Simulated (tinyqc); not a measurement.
Bound state in one dimension: Numerov shooting, finite differences, DVR, step by step. Computed by tinyqc, a small Python program that keeps every step. Settings: points = 64. Command: `OMP_NUM_THREADS=1 python tinyqc.py 25428 25429 out.jsonl` (the two numbers bound the seeds that draw the settings). One thread of a shared host (Intel(R) Xeon(R) Processor @ 2.60GHz), about 0.01 s of CPU time with the checks.

## Numerov steps at E = -6.88

One particle of mass 1 in V = -7.02 exp(-x^2/2.27^2) (atomic units), psi = 0 at both ends:
```
parameter                value
left end                    -7
right end                    7
intervals                   64
h                     0.218750
state sought (nodes)         1
```

k_i = 2 m (E - V_i); (1 + h^2 k_(i+1)/12) y_(i+1) = 2 (1 - 5 h^2 k_i/12) y_i - (1 + h^2 k_(i-1)/12) y_(i-1), from y_0 = 0, y_1 = 0.001.

Points along the way:
```
i           x          V           k              y
0   -7.000000  -0.000521  -13.758959       0.000000
1   -6.781250  -0.000935  -13.758131       0.001000
2   -6.562500  -0.001647  -13.756706       0.002697
3   -6.343750  -0.002848  -13.754303       0.006271
4   -6.125000  -0.004836  -13.750329       0.014212
5   -5.906250  -0.008059  -13.743882       0.032047
21  -2.406250  -2.282147   -9.195707    8962.526402
22  -2.187500  -2.773554   -8.212892   17507.824654
23  -1.968750  -3.308748   -7.142503   33057.099829
24  -1.750000  -3.874582   -6.010837   60033.919919
25  -1.531250  -4.453689   -4.852622  104361.225830
26  -1.312500  -5.025149   -3.709702  172879.252870
```

## Bisection on the node count

With more sign changes than the state has nodes (the last point included) the energy is too high, else too low; the bracket starts as -6.88 to -0.05.

Trials:
```
trial            E  sign changes  y at the right end   next
1      -3.46500000             2            5.34e+06  lower
2      -5.17250000             1           -8.44e+10  raise
3      -4.31875000             2            1.42e+09  lower
4      -4.74562500             1           -4.38e+08  raise
5      -4.53218750             2            2.11e+09  lower
6      -4.63890625             2            1.66e+09  lower
7      -4.69226563             2            9.00e+08  lower
8      -4.71894531             2            3.18e+08  lower
9      -4.73228516             1           -3.67e+07  raise
10     -4.72561523             2            1.46e+08  lower
11     -4.72895020             2            5.62e+07  lower
12     -4.73061768             2            1.01e+07  lower
13     -4.73145142             1           -1.32e+07  raise
14     -4.73103455             1           -1.50e+06  raise
...            ...           ...                 ...    ...
28     -4.73098099             1           -1.25e+02  raise
29     -4.73098097             2            2.31e+02  lower
30     -4.73098098             2            5.30e+01  lower
```

eigenvalue = -4.73098098 hartree

## The same grid by other methods

Three-point finite differences and the sine-DVR kinetic matrix of Colbert and Miller on the same points.

Lowest levels (hartree):
```
state  finite differences        DVR
0               -6.234734  -6.231213
1               -4.746142  -4.730786
2               -3.423892  -3.390419
3               -2.275171  -2.223831
```
